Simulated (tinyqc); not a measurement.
What moves the Penn gap and the ionicity: Penn model of the dielectric constant and Phillips ionicity.

n = 32/a^3; Ep^2 = 8 pi c e2 n with c = hbar^2/2m0, e2 = e^2/(4 pi eps0); EF = c (3 pi^2 n)^(2/3); eps = 1 + (Ep/Eg)^2 S with S = 1 - Eg/(4 EF) + (Eg/(4 EF))^2/3, Eg the Penn gap. Core d shells are left out.

Phillips: bond length d = sqrt(3) a/4; homopolar gap Eh = 39.74 d^(-2.48) eV (d in angstrom); Eg^2 = Eh^2 + C^2; ionicity fi = C^2/Eg^2.

Constants: hbar^2/2m0 = 3.80998211 eV angstrom^2; e^2/(4 pi eps0) = 14.39964547 eV angstrom.

Inputs chosen for the exercise (out of a larger set: near those of AlAs; not measured data): a = 5.661 angstrom (cubic lattice constant, 32 valence electrons a cell); ei = 8.05 (high-frequency dielectric constant).

Eg from ei; fi = 1 - (Eh/Eg)^2, printed even where negative.

Results for these values:

| case | Ep (eV) | Eg (eV) | Eh (eV) | fi |
|---|---|---|---|---|
| base | 15.595 | 5.524 | 4.301 | 0.394 |

What happens to each result for a = 5.774 angstrom, all else kept?

Answer: Ep falls from 15.595 to 15.140; Eg falls from 5.524 to 5.359; Eh falls from 4.301 to 4.095; fi rises from 0.394 to 0.416.

The same for each parameter in turn:

| case | Ep (eV) | Eg (eV) | Eh (eV) | fi |
|---|---|---|---|---|
| base | 15.595 | 5.524 | 4.301 | 0.394 |
| a = 5.774 angstrom | 15.140 | 5.359 | 4.095 | 0.416 |
| ei = 7.25 | 15.595 | 5.845 | 4.301 | 0.459 |

With the tabulated Phillips C of about 2.7 eV, fi would be 0.28; this model leaves out the d-shell factor.

Run: tinyqc, `OMP_NUM_THREADS=1 python tinyqc.py 1681653 1681654 out.jsonl`; Intel(R) Xeon(R) Processor @ 2.30GHz, one thread, shared host; about 0.01 s of CPU time with all checks.
